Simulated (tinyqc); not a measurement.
Comparisons within one model: interface roughness in a thin film (subband fluctuation and scattering). A value that a table varies takes the place of the one given here.

Square well of width t, barriers V0, c = hbar^2/2m0: E1 solves k t + 2 atan[(k/mz)/(kappa/mb)] = pi, k = sqrt(mz E/c), kappa = sqrt(mb (V0 - E)/c). One interface is rough, so the subband edge fluctuates by G dt with G = |dE1/dt| (central difference of 0.01 angstrom; 2 E1/t for hard walls).

Gaussian roughness spectrum S(q) = pi D^2 Lc^2 exp(-q^2 Lc^2/4). Degenerate gas, taken to fill one subband (the second starts to fill once c kF^2/md exceeds E2 - E1, which is not tested here): kF = sqrt(2 pi Ns/gv), q = 2 kF sin(theta/2), 1/tau = (md/(2 pi c hbar)) G^2 times the integral from 0 to pi of S(q)(1 - cos theta)/eps(q)^2 dtheta, eps(q) = 1 + qs/q with screening (qs = gv md q0/(c eps), q0 = e^2/(4 pi eps0), form factors left out, which overstates the screening; other scattering is left out too, so these values lie far above measured mobilities in all but the thinnest films) or 1 without; mobility = tau c2/md with c2 = e/m0 = 1.75882e15 cm^2/(V s^2); 1e12/cm^2 = 1e-4/angstrom^2.

Constants: hbar^2/2m0 = 3.80998211 eV angstrom^2; hbar = 6.58211957e-16 eV s; e^2/(4 pi eps0) = 14.39964547 eV angstrom.

Values chosen for the exercise (near those of a thin InGaAs channel; not measured data):
- mz = 0.046 m0 (confinement mass)
- V0 = 2.07 eV (barrier)
- mb = 0.26 m0 (barrier mass)
- md = 0.044 m0 (mass in the plane)
- gv = 1 (valleys)
- D = 3.1 angstrom (rms height of the roughness)
- Lc = 40 angstrom (correlation length)
- Ns = 0.41 x 1e12/cm^2 (sheet density)
- eps = 10.9 (mean dielectric constant at the channel)
- ts = (48, 62, 75, 88, 110, 141, 185) angstrom (thicknesses)
- t = 88 angstrom (film thickness)
- Ll = (4, 8, 14, 22, 35, 55, 90) angstrom (correlation lengths)

## The sixth-power law

Screened mobility against thickness for the finite barrier and for hard walls.

Results:

| t (angstrom) | E1 (meV) | G (meV/angstrom) | mobility (cm^2/(V s)) | the same, hard walls |
|---|---|---|---|---|
| 48 | 142.8 | 3.988 | 2.02e+04 | 1.47e+03 |
| 62 | 100.2 | 2.300 | 6.08e+04 | 6.84e+03 |
| 75 | 76.0 | 1.503 | 1.42e+05 | 2.14e+04 |
| 88 | 59.8 | 1.040 | 2.97e+05 | 5.59e+04 |
| 110 | 42.1 | 0.612 | 8.59e+05 | 2.13e+05 |
| 141 | 28.1 | 0.332 | 2.92e+06 | 9.46e+05 |
| 185 | 17.7 | 0.166 | 1.17e+07 | 4.82e+06 |

What can be read from the table?

With hard walls G goes as 1/t^3 and the mobility as t^6. With the finite barrier the local exponent is 4.30 at the thin end and 5.11 at the thick end, since the envelope leaks out and softens the dependence. The least value is 2.02e+04 cm^2/(V s). The gate field, which also presses carriers to the interface, is left out. Up to t = 48 angstrom G D exceeds half of EF - E1, where the Born rate fails.

## Correlation length

Fixed D; bare and screened mobility.

Results:

| Lc (angstrom) | kF Lc | bare mobility (cm^2/(V s)) | screened mobility (cm^2/(V s)) |
|---|---|---|---|
| 4 | 0.06 | 8.75e+06 | 2.16e+07 |
| 8 | 0.13 | 2.21e+06 | 5.46e+06 |
| 14 | 0.22 | 7.39e+05 | 1.83e+06 |
| 22 | 0.35 | 3.16e+05 | 7.86e+05 |
| 35 | 0.56 | 1.44e+05 | 3.60e+05 |
| 55 | 0.88 | 8.11e+04 | 2.08e+05 |
| 90 | 1.44 | 7.03e+04 | 1.97e+05 |

What does this show?

The bare mobility is lowest at Lc = 90 angstrom of those listed (kF Lc = 1.44), the end of the table. The screened mobility is lowest at Lc = 90 angstrom of those listed (kF Lc = 1.44), the end of the table. Short roughness averages out (mobility as 1/Lc^2; the first two rows give exponent -1.99), and long roughness deflects only by small angles (bare mobility rising as Lc; the last two rows give -0.29).

## What each parameter does

G, G D, and the screened mobility. Each row changes one parameter from the base and keeps the others.

Results:

| case | G (meV/angstrom) | G D (meV) | mobility (cm^2/(V s)) |
|---|---|---|---|
| base | 1.040 | 3.22 | 2.974e+05 |
| t = 94 angstrom | 0.891 | 2.76 | 4.053e+05 |
| D = 4.03 angstrom | 1.040 | 4.19 | 1.760e+05 |
| Lc = 48 angstrom | 1.040 | 3.22 | 2.373e+05 |
| Ns = 0.656 x 1e12/cm^2 | 1.040 | 3.22 | 3.066e+05 |
| mz = 0.053 m0 | 0.986 | 3.06 | 3.307e+05 |
| md = 0.051 m0 | 1.040 | 3.22 | 2.474e+05 |
| V0 = 1.45 eV | 0.918 | 2.85 | 3.815e+05 |
| eps = 13.1 | 1.040 | 3.22 | 2.624e+05 |

What does this show?

The largest shifts from the base row, up to three for each result and ties (the steps differ in size, so this ranks the rows, not the parameters). G (meV/angstrom): t -0.149, V0 -0.122, mz -0.054; unchanged at the printed digits by D, Lc, Ns, md and eps. G D (meV): D +0.97, t -0.46, V0 -0.38; unchanged at the printed digits by Lc, Ns, md and eps. mobility (cm^2/(V s)): D -1.21e+05, t +1.08e+05, V0 +8.41e+04. In the base case G D is 0.14 times EF - E1 = 22.3 meV.

(tinyqc, `OMP_NUM_THREADS=1 python tinyqc.py 1280277 1280278 out.jsonl`, Intel(R) Xeon(R) Processor @ 2.30GHz, 1 thread, shared host, about 0.01 s.)
